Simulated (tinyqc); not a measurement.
Hot electrons in a saturated n-channel MOSFET, lucky-electron model: one step of the calculation.

Beyond pinch-off the lateral field grows as Esat cosh(y/l) over the velocity-saturated region (pseudo-two-dimensional model). Impact ionisation in this region gives the substrate current, which biases the body forward through Rsub. Currents are per width. Local-field laws: they overstate ionisation when the field peak is narrower than an energy relaxation length.

Task. Body bias from the substrate current. Cox = 3.9 eps0/tox. Overdrive g = Vg - VT + kb Vb; Vdsat = g Esat L/(g + Esat L); Id = Cox vs (g - Vdsat); dV = Vd - Id Rd - Vdsat; Em = sqrt((dV/l)^2 + Esat^2); Isub = Id (Ai/Bi) l Em exp(-Bi/Em). Vb(new) = Rsub Isub.

Values chosen for this exercise; values close to those of silicon n-channel devices: channel length L = 1.2 um; oxide thickness tox = 27 nm; threshold VT = 0.58 V; saturation velocity vs = 8.9e6 cm/s; ionisation prefactor Ai = 2e6 1/cm; ionisation field Bi = 1.82 MV/cm; resistance of the lightly doped drain Rd = 0 ohm um; substrate resistance Rsub = 7900 ohm um; fall of VT per volt of forward body bias kb = 0.48; drain voltage Vd = 4.6 V; gate voltage Vg = 3 V.

Constants: eps0 = 8.8541878128e-14 F/cm where lengths are in cm. Results are converted to the units shown.

Vb at the start = 0 V
l = 199.22349 nm
Esat = 0.065925926 MV/cm

Find: Vdsat; Id; dV; Em; Isub; Vb after iteration 1.

Result.

Vdsat = 1.853 V
Id = 64.52 uA/um
dV = 2.747 V
Em = 0.1528 MV/cm
Isub = 0.001453 uA/um
Vb after iteration 1 = 1.148e-5 V

Computed by the program tinyqc: `OMP_NUM_THREADS=1 python tinyqc.py 2550053 2550054 out.jsonl`, one thread of a shared Intel Xeon 2.30GHz, about 0.01 s for the whole run.
